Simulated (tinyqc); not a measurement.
Changing the field over the saturation field: two coupled magnetic layers: synthetic antiferromagnet, spin flop, exchange bias and magnetoresistance. Computed by tinyqc, a small Python program. Command: `OMP_NUM_THREADS=1 python tinyqc.py 3030430 3030431 out.jsonl saf sweep`. One thread of a shared host (Intel(R) Xeon(R) Processor @ 2.30GHz), about 1 s of CPU time with the checks.

Moments lie in the plane at the angles p1, p2 from the field. Energy per area: E = J1 cos(p1 - p2) + J2 cos^2(p1 - p2) - B M_s (t1 cos p1 + t2 cos p2) + K (t1 sin^2 p1 + t2 sin^2 p2).

Inputs (values chosen for the exercise, for a model stack): saturation magnetisation M_s = 1190 kA/m; thickness t1 = 3.5 nm; thickness t2 = 2.3 nm; antiferromagnetic coupling J1 = 0.19 mJ/m^2; biquadratic coupling J2 = 0 mJ/m^2; in-plane anisotropy K = 8.7 kJ/m^3; spin polarisation P1 = 0.3; spin polarisation P2 = 0.67; resistance-area product, parallel = 2.3 ohm micrometre^2.

Field direction: along the easy axis.

Method:
- The parallel state is stable while the Hessian at p1 = p2 = 0 is positive: with c = J1 + 2 J2 and u = B M_s + 2K, (u t1 - c)(u t2 - c) > c^2, so B_sat M_s = c (1/t1 + 1/t2) - 2K. B_K = 2K/M_s.
- The lowest minimum of E over both angles (from five starts; of two mirror images the one with p1 >= 0, and for equal layers |p1| <= |p2|).
- Julliere: TMR = 2 P1 P2/(1 - P1 P2). Conductance G(theta) = G0 (1 + P1 P2 cos theta), so RA(theta) = RA_P (1 + P1 P2)/(1 + P1 P2 cos theta); theta = p2 for the layer next to the barrier.

One run for each value:
```
field over the saturation field  m/m_sat along B  p1 (degrees)  p2 (degrees)  RA at this field (ohm micrometre^2)
0.05                                      0.2069          0.00        -180.0                                3.457
0.16                                      0.2069          0.00        -180.0                                3.457
0.28                                      0.2069          0.00        -180.0                                3.457
0.39                                      0.2069          0.00        -180.0                                3.457
0.51                                      0.2069          0.00        -180.0                                3.457
0.62                                      0.5757         34.38         -78.7                                2.658
0.74                                      0.7251         31.73         -57.7                                2.494
0.85                                      0.8442         25.09         -41.3                                2.400
0.97                                      0.9691         11.48         -17.7                                2.318
```

What does the table show?

Over the rows, m/m_sat along B rises from 0.207 to 0.969, flat over part of the range; p1 (degrees) goes from 0 through a maximum among these rows, 34.4 at 0.620, to 11.5; p2 (degrees) lies between -180 and -17.7 without a single trend.

Extremes, crossings and ranges named in words are read from the listed rows.
